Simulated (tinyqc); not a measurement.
## Trap density from the barrier height

Problem. In a partly depleted grain with all boundary traps filled, 2 N W = Qt and VB = q N W^2/(2 eps0 eps_r). Find Qt, W and the doping at which VB would equal Vt.

Inputs (values chosen for the exercise): temperature T = 300 K; relative permittivity eps_r = 11.7.

Constants: q = 1.602176634e-19 C, kB = 1.380649e-23 J/K, Vt = kB T/q, eps0 = 8.8541878128e-14 F/cm where lengths are in cm. Results are converted to the units shown.

doping = 2e18 cm^-3
barrier height = 0.098981898 V

Solution. Eliminating W gives VB = q Qt^2/(8 eps0 eps_r N), which falls as 1/N.

Qt = 3.20e12 cm^-2
W = 8.00 nm
doping for VB = Vt = 7.66e18 cm^-3

tinyqc, about 0.01 s, one thread, Intel Xeon 2.30GHz (shared host): `OMP_NUM_THREADS=1 python tinyqc.py 2830194 2830195 out.jsonl`
